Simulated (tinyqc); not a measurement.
Hot electrons in a saturated n-channel MOSFET, lucky-electron model: one step of the calculation.

Beyond pinch-off the lateral field grows as Esat cosh(y/l) over the velocity-saturated region (pseudo-two-dimensional model). Impact ionisation in this region gives the substrate current, which biases the body forward through Rsub. Currents are per width. Local-field laws: they overstate ionisation when the field peak is narrower than an energy relaxation length.

Question. Gate current, lifetime and channel shortening. Ig = Cg Id exp(-pb/(lm Em)); lifetime tau = (Hl/Id)(Isub/Id)^(-m); length of the saturated region dL = l ln[(dV/l + Em)/Esat]. 1 year = 3.15576e7 s.

Values chosen for this exercise; values close to those of silicon n-channel devices: hot-electron mean free path lm = 7.5 nm; oxide barrier pb = 3.2 V; prefactor of the gate current Cg = 0.0024; lifetime exponent m = 2.9; lifetime constant Hl = 3900 s uA/um.

Id = 66.629413 uA/um
dV = 2.7501741 V
Em = 0.22011339 MV/cm
Isub = 0.13275732 uA/um
l = 127.74976 nm
Esat = 0.045882353 MV/cm

Find: Isub/Id; Ig; tau; dL.

Answer.

Isub/Id = 0.001992
Ig = 6.103e-4 pA/um
tau = 125.9 years
dL = 287.5 nm

The lifetime exceeds ten years.

tinyqc, about 0.01 s, one thread, Intel Xeon 2.30GHz (shared host): `OMP_NUM_THREADS=1 python tinyqc.py 2550164 2550165 out.jsonl`
